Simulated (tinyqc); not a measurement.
Hydrogen passivation of interface dangling bonds: competing passivation and dissociation with distributed barriers. Changing the hydrogen pressure p. Computed by tinyqc, a small Python program. Command: `OMP_NUM_THREADS=1 python tinyqc.py 3027844 3027845 out.jsonl passiv sweep`. One thread of a shared host (Intel(R) Xeon(R) Processor @ 2.30GHz), about 0.1 s of CPU time with the checks.

P_b + H2 gives P_bH + H at the rate k_f [H2]; P_bH gives P_b + H at the rate k_d. All defects start unpassivated. E_f and E_d are Gaussian and independent.

Inputs (values chosen for the exercise, close to those used for P_b centres at the silicon-oxide interface):

| quantity | value | unit |
|---|---|---|
| defect density N0 | 6.3e+11 | 1/cm^2 |
| passivation prefactor k_f0 | 8.8e-08 | cm^3/s |
| mean passivation barrier E_f | 1.54 | eV |
| spread sigma_f | 0.035 | eV |
| dissociation prefactor k_d0 | 2e+13 | 1/s |
| mean dissociation barrier E_d | 2.89 | eV |
| spread sigma_d | 0.073 | eV |
| H2 in the oxide per atm, solubility factor | 8.9e+17 | 1/(cm^3 atm) |
| anneal temperature T | 525 | C |
| anneal time t | 1800 | s |
| oxide thickness | 27 | nm |

Constants: k_B = 8.617333262e-05 eV/K; e = 1.602176634e-19 C; eps_0 = 8.8541878128e-12 F/m.

Method:
- [H2] = solubility factor x p; a = k_f0 [H2] exp(-E_f/(k_B T)), d = k_d0 exp(-E_d/(k_B T)). For one pair of barriers the active share is y = [d + a exp(-(a + d) t)]/(a + d).
- Temperatures in kelvin are T(C) + 273.15.
- Average y over both Gaussians with 40 x 40 Gauss-Hermite points.
- Active density N0 y; threshold shift if each active defect holds one charge, e N0 y t_ox/(3.9 eps_0).
- Minimise the averaged y over T between 150 and 900 C: find where ln y is equal at T - 0.05 and T + 0.05 C; T is rounded to 0.1 C.

One run for each value:

| hydrogen pressure p (atm) | active share y | best temperature (C) | least active share |
|---|---|---|---|
| 0.003 | 5.078e-04 | 488.4 | 2.401e-04 |
| 0.009 | 1.695e-04 | 465.0 | 4.332e-05 |
| 0.03 | 5.087e-05 | 440.4 | 6.559e-06 |
| 0.09 | 1.696e-05 | 419.0 | 1.165e-06 |
| 0.3 | 5.088e-06 | 396.8 | 1.748e-07 |
| 0.9 | 1.696e-06 | 377.7 | 3.094e-08 |
| 3 | 5.088e-07 | 357.9 | 4.638e-09 |
| 9 | 1.696e-07 | 340.8 | 8.217e-10 |
| 30 | 5.088e-08 | 323.0 | 1.235e-10 |

Over the rows, active share y falls from 5.08e-4 to 5.09e-8 (exponent d ln y / d ln x about -1.00 throughout); best temperature (C) falls from 488 to 323 (exponent d ln y / d ln x about -0.045 throughout); least active share falls from 2.40e-4 to 1.24e-10 (exponent d ln y / d ln x about -1.6 throughout). The exponent of active share y stays at -1: steady balance d/a. High pressure speeds passivation and shifts the balance, the reason for high-pressure anneals.

Caution (all rows): densities below a few 1e9 per cm^2 are formal: other defects set the floor in real interfaces. Caution (all rows): a least active share below 1e-3 is a property of the model; measured passivation levels off well above it. Caution (all rows): atomic hydrogen, which both passivates and depassivates, and further passivation during cooling are left out.

Extremes, crossings and ranges named in words are read from the listed rows.
